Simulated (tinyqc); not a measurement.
Avrami exponent and time from two shares.

Question. f = 1 - exp(-(t/tau)^m). Find m and tau.

f at t = 26 and 67 ns: [0.22478871, 0.81562990]

Answer. ln(-ln(1 - f)) is linear in ln t with slope m.

m = 2.000
tau = 51.53 ns

Numbers from tinyqc (`OMP_NUM_THREADS=1 python tinyqc.py 2860135 2860136 out.jsonl`; about 0.01 s on one thread of a shared Intel Xeon 2.30GHz).
